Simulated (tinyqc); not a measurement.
## Voltage acceleration of oxide breakdown, four models on the same data: lifetime against voltage in four models

Field E = V/tox in MV/cm. Models: ln(t63/1 s) = a - c X with X = E (E model), -1/E (1/E model), ln V (power law, c the exponent n) or sqrt(E).

a and c were fitted to stress data from 3.4 to 4.87 V. Project to Vu, multiply by exp[(Ea q/kB)(1/Tu - 1/Ts)] and by ks; ten years are 3.15576e8 s.

Inputs (values chosen for the exercise): oxide thickness tox = 4 nm; stress temperature Ts = 373 K; use temperature Tu = 378 K; activation energy Ea = 0.6 eV; factor for area and percentile ks = 0.00049.

Constants: q = 1.602176634e-19 C, kB = 1.380649e-23 J/K. Results are converted to the units shown.

```
model         c         a
E       3.00184   37.7549
1/E     307.168  -23.6499
power   30.5997   49.8268
sqrt E  19.2057   68.3073
```

Result of one run:
```
Vu (V)  log10 years, E  log10 years, 1/E  log10 years, power  log10 years, sqrt E
1.68          0.005160             10.58               3.829                1.656
```

What becomes of these results when the use voltage Vu is changed from 1.68 to 3.13 V, all else the same?

Result of the changed run:
```
Vu (V)  log10 years, E  log10 years, 1/E  log10 years, power  log10 years, sqrt E
3.13            -4.721            -4.139              -4.440               -4.583
```

The whole series:
```
Vu (V)  log10 years, E  log10 years, 1/E  log10 years, power  log10 years, sqrt E
1.68          0.005160             10.58               3.829                1.656
2.04            -1.168             4.970               1.249             -0.08715
2.41            -2.374            0.9541             -0.9662               -1.724
2.77            -3.547            -1.923              -2.816               -3.200
3.13            -4.721            -4.139              -4.440               -4.583
3.49            -5.894            -5.898              -5.887               -5.888
3.86            -7.100            -7.363              -7.226               -7.161
4.22            -8.273            -8.542              -8.411               -8.343
```

The four agree within 0.27 decades in the last row, inside the stress range, and part by 10.6 decades in the first. The local exponent -d ln t/d ln V is c E for the E model, which shrinks as V falls, constant for the power law, and c/E for the 1/E model, which grows as V falls.

Range of the model: All four laws are empirical fits; none is established far below the stress range.

tinyqc, about 0.01 s, one thread, Intel Xeon 2.30GHz (shared host): `OMP_NUM_THREADS=1 python tinyqc.py 2070074 2070075 out.jsonl`
